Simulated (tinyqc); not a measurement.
Inside a calculation. Model: six-transistor SRAM cell, nodal equations and margins.

Numbers from tinyqc (`OMP_NUM_THREADS=1 python tinyqc.py 2340114 2340115 out.jsonl`; about 0.2 s on one thread of a shared Intel Xeon 2.30GHz). Printed values are rounded.

Two cross-coupled inverters (pull-down bn, pull-up bp) hold the nodes Q and QB; access transistors (ba, threshold VTn, gate on the word line at Vdd when selected) join them to the bit lines. Transistor (EKV form, voltages against the body): I = 2 n b Vt^2 [F(vp - Vs) - F(vp - Vd)] from drain to source, F(v) = ln^2(1 + exp(v/(2 Vt))), vp = (Vg - VT + sg |Vd - Vs|)/n. n-channel bodies are at 0; for the p-channel device all voltages are counted down from Vdd. b in uA/V^2 gives I in uA. For an access transistor the bit line is the drain and the node the source. In a read both bit lines are at Vdd. The cell is symmetric (no mismatch).

Inputs (values chosen for the exercise):
```
symbol,value,unit,meaning
T,300,K,temperature
Vdd,0.75,V,supply voltage
n,1.42,,slope factor
sg,0.082,,drain-induced barrier lowering
VTn,0.26,V,n-channel threshold
VTp,0.3,V,p-channel threshold (magnitude)
bn,640,uA/V^2,gain factor of the pull-down transistor
ba,640,uA/V^2,gain factor of the access transistor
bp,200,uA/V^2,gain factor of the pull-up transistor
```

Constants: q = 1.602176634e-19 C, kB = 1.380649e-23 J/K, Vt = kB T/q. Results are converted to the units shown.

## Iteration 1: node voltages in a read by Newton steps

(Q, QB) at the start (V): Q 0.000000, QB 0.750000

F1 = In(gate QB, drain Q) - Ip(gate QB, drain Q) - Ia(bit line, Q), F2 the same with Q and QB exchanged; J by central differences with +/- 1e-6 V; solve J d = -F, limit each component to +/- 0.15 V and add.

F1, F2 (uA): -68.5519  0.0051

J (uS):
```
          Q      QB
F1  686.430   0.015
F2    0.135  89.847
```

(Q, QB) after iteration 1 (V): Q 0.099867, QB 0.749794

## Iteration 2: node voltages in a read by Newton steps

As before.

F1, F2 (uA): -9.16011  0.05093

J (uS):
```
          Q      QB
F1  502.715  64.700
F2    1.629  69.637
```

(Q, QB) after iteration 2 (V): Q 0.118238, QB 0.748632

## Course of the iteration: node voltages in a read by Newton steps

Stop when the largest change of (Q, QB) is below 1e-9 V, or after 30 iterations. The rule counts as met only at the stable state with Q low.

Course of the iteration:
```
iteration      Q (V)  largest |change| of one entry (V)
1          0.0998672                             0.0999
2           0.118238                             0.0184
3           0.118971                            7.33e-4
4           0.118972                            1.42e-6
5           0.118972                           6.67e-12
```

Converged in 5 iterations. At the end the number of correct digits about doubles with each step.

## Read current and disturbance

(Q, QB) (V): Q 0.118972, QB 0.748427

Iread = Ia(bit line at Vdd, source Q); cell ratio bn/ba; time to pull a bit line of 20 fF down by 0.1 V at that current.

Iread = 31.3967 uA
cell ratio = 1
time = 63.7009 ps

The read lifts the low node to 119 mV, against a balance point of 335 mV.

## The largest square in the read butterfly

c, point 0 to 6 (V): 0.12  0.2  0.28  0.34  0.4  0.44  0.48

f(x) is the node voltage of one half-cell in a read for input x (In - Ip - Ia = 0). Static noise margin: side of the largest square between the curve (x, f(x)) and its mirror image (f(y), y); with h(c) the root x of f(x) - x = c, it is the maximum over c > 0 of h(c) - h(-c) + c.

```
point  h(c) (V)  h(-c) (V)  side (V)
0      0.305332   0.393220  0.032113
1      0.297931   0.438925  0.059005
2      0.291306   0.487193  0.084113
3      0.284424   0.525352  0.099072
4      0.271796   0.566196  0.105600
5      0.257834   0.595213  0.102621
6      0.238322   0.625612  0.092709
```

The maximum over c is 105.6 mV, the read margin; with the word line off (no Ia) the same construction gives 261.4 mV.
